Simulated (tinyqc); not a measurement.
Gap and voltage scale from two read currents.

Question. I = I0 exp(-g/g0) sinh(Vd/V0) at a fixed gap. Find V0 and g.

Values chosen for this exercise:
```
symbol,value,unit,meaning
I0,0.67,mA,current scale
g0,0.34,nm,tunnelling length
```

I at Vd = 0.1 and 0.5 V (uA): 1.0114827  6.1137469

Solution. The ratio of the currents depends on V0 alone and falls steadily as V0 grows; either current then gives g.

V0 = 0.4500 V
g = 1.700 nm

Program tinyqc, `OMP_NUM_THREADS=1 python tinyqc.py 2880128 2880129 out.jsonl`; Intel Xeon 2.30GHz, shared host, one thread, about 0.1 s.
